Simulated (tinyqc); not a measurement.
Fully depleted semiconductor-on-insulator film with two gates, non-linear Poisson equation by Newton steps: one step of the calculation.

One dimension across the film, front interface at x = 0, back interface at x = ts. psi is counted from the intrinsic level, n = ni exp(psi/Vt) (source grounded), holes neglected, acceptors ionised. Gates act through Cox = eps0 eox/tox and Cbox = 3.9 eps0/tb with potentials G1 = Vg - (phiM - chi - Vt ln(Nc/ni)) and G2 = Vb - (phiB - chi - Vt ln(Nc/ni)). Classical Boltzmann densities, no interface charge, no depletion in the back plane.

Problem. Electron sheet density, centroid and oxide fields. n_i = ni exp(psi_i/Vt); N_inv = sum w_i n_i with w = ts/8, halved at the ends; centroid sum w n x/N_inv; fields (G1 - psi_0)/tox and (G2 - psi_8)/tb.

Values chosen for this exercise; band and dielectric values close to those of silicon: temperature T = 250 K; insulator thickness tox = 6.3 nm; film thickness ts = 15 nm; buried-oxide thickness (eps_r 3.9) tb = 27 nm.

Constants: q = 1.602176634e-19 C, kB = 1.380649e-23 J/K, Vt = kB T/q. Results are converted to the units shown.

| node | converged psi (V) |
|---|---|
| 0 | 0.52693760 |
| 1 | 0.49842909 |
| 2 | 0.48012157 |
| 3 | 0.46617809 |
| 4 | 0.45452175 |
| 5 | 0.44419910 |
| 6 | 0.43470446 |
| 7 | 0.42574466 |
| 8 | 0.41713957 |

ni = 1.6793616e8 cm^-3
G1 = 0.61057672 V
G2 = 0.050576723 V

Wanted: n; N_inv; centroid; field in the front oxide; field in the buried oxide.

Solution.

| node | n (cm^-3) |
|---|---|
| 0 | 7.0427e18 |
| 1 | 1.8751e18 |
| 2 | 8.0162e17 |
| 3 | 4.1964e17 |
| 4 | 2.4429e17 |
| 5 | 1.5129e17 |
| 6 | 9.7364e16 |
| 7 | 6.4236e16 |
| 8 | 4.3083e16 |

N_inv = 1.3493e12 cm^-2
centroid = 2.0002 nm
field in the front oxide = 0.13276 MV/cm
field in the buried oxide = -0.13576 MV/cm

The centroid lies at 0.13 of the film, near the front interface.

Computed by the program tinyqc: `OMP_NUM_THREADS=1 python tinyqc.py 2190010 2190011 out.jsonl`, one thread of a shared Intel Xeon 2.30GHz, about 0.4 s for the whole run.
